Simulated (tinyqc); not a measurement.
X-ray photoelectron analysis of a thin oxide on a semiconductor: attenuation lengths, thickness, angle series and band offsets: one step, computed by the program tinyqc.

The same element is seen in the oxide and in the substrate, at nearly the same kinetic energy; films are flat and uniform, and the work function is ignored.

Task: Peak ratio. R_0 = (rho_o/M_o) L_o/((rho_s/M_s) L_s); peak ratio R = I_ox/I_sub = R_0 [exp(d/(L_o cos theta)) - 1]; hence d = L_o cos theta ln(1 + R/R_0). A carbon layer weakens both peaks alike, by exp(-d_C/(L_o cos theta)) if its L is taken equal to L_o. This R_0 leaves out intrinsic losses from the substrate peak, so calibrated values can be larger.

Inputs (values chosen for the exercise, modelled on SiO2 on 4H-SiC):
```
quantity                        value     unit
oxide density                    2.19   g/cm^3
oxide formula mass              60.08    g/mol
substrate density                3.21   g/cm^3
substrate formula mass           40.1    g/mol
oxide thickness d                 2.9       nm
emission angle from the normal     30  degrees
carbon overlayer                  0.9       nm
```

L in the oxide = 3.707885 nm

L in the substrate = 2.773081 nm

Give: R_0; d/(L_o cos theta); ratio R; oxide share of the counts; attenuation by carbon; depth 3 L_o cos theta.

Result:

R_0 = 0.6089

d/(L_o cos theta) = 0.9031

ratio R = 0.8934

oxide share of the counts = 0.4718

attenuation by carbon = 0.7556

depth 3 L_o cos theta = 9.633 nm
